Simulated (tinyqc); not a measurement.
## On-chip interconnect, size-dependent resistivity and RC delay: delay against the line length

A rectangular line between two neighbours and two ground planes. Surface and grain-boundary scattering are added to the bulk resistivity as corrections; capacitances are parallel-plate values without fringing; inductance is ignored.

Metal width x = wd - 2 tl, height y = AR wd - tl; grain boundaries (Mayadas-Shatzkes): al = (lam/(gr x)) Rg/(1 - Rg), g = 1/[1 - 3 al/2 + 3 al^2 - 3 al^3 ln(1 + 1/al)] - 1; surfaces (Fuchs-Sondheimer, thick limit): s = (3/8) lam (1 - ps)(1/x + 1/y); rho = rho0 (1 + g + s); r = rho/(x y); c = eps0 ek (2 wd/hd + 2 Mf AR wd/sp). Elmore delay tE = Rd (c Lw + Cl) + r Lw (c Lw/2 + Cl); t50 is the time at which the far end of a ladder of 30 pi sections (half capacitances at both ends, Cl at the far end, a step applied through Rd) reaches half the step; line share r Lw/(Rd + r Lw); estimate 0.69 Rd (c Lw + Cl) + 0.38 r c Lw^2 + 0.69 r Lw Cl.

Parameters, values chosen for the exercise; metal values close to those of copper: bulk resistivity rho0 = 1.65 uohm cm; bulk mean free path lam = 40.4 nm; specular share of surface scattering ps = 0.1; reflection coefficient of grain boundaries Rg = 0.24; grain size over the metal width gr = 1; drawn line width wd = 40 nm; aspect ratio, height over width AR = 1.7; liner on both walls and the bottom, not conducting tl = 2.8 nm; space to the neighbouring lines sp = 60 nm; dielectric height to the planes above and below hd = 91 nm; relative permittivity of the dielectric ek = 2.2; Miller factor of the neighbours Mf = 1; driver resistance Rd = 14000 ohm; load capacitance Cl = 3.2 fF.

Constants: eps0 = 8.8541878128e-12 F/m. Results are converted to the units shown.

The same in every row: rho (uohm cm) = 3.513; r (ohm/um) = 15.66; c (fF/um) = 0.06128.

Delay against the line length:

| Lw (um) | tE (ps) | t50 (ps) | estimate (ps) | line share of the resistance (%) |
|---|---|---|---|---|
| 1 | 45.71 | 31.68 | 31.54 | 0.1118 |
| 3 | 47.53 | 32.95 | 32.79 | 0.3345 |
| 7 | 51.18 | 35.48 | 35.32 | 0.7771 |
| 20 | 63.15 | 43.82 | 43.59 | 2.189 |
| 50 | 91.40 | 63.60 | 63.15 | 5.298 |
| 100 | 140.4 | 98.14 | 97.21 | 10.06 |
| 400 | 484.8 | 345.5 | 339.9 | 30.92 |
| 1000 | 1433 | 1044 | 1022 | 52.81 |
| 3000 | 7088 | 5299 | 5193 | 77.05 |

As Lw goes from 1 to 3000, r stays at 15.7 ohm/um, c stays at 0.0613 fF/um and t50 rises from 31.7 to 5300 ps. t50/tE lies between 0.693 and 0.748, and the estimate is within 2.1 % of t50. The delay goes as Lw^(0.04) for the shortest lines and Lw^(1.48) for the longest; the line resistance equals Rd at 894 um.

Range of the model: The metal width is under the mean free path, where the thick-limit surface term and the simple sum of corrections lose accuracy.

Numbers from tinyqc (`OMP_NUM_THREADS=1 python tinyqc.py 2100147 2100148 out.jsonl`; about 0.01 s on one thread of a shared Intel Xeon 2.30GHz).
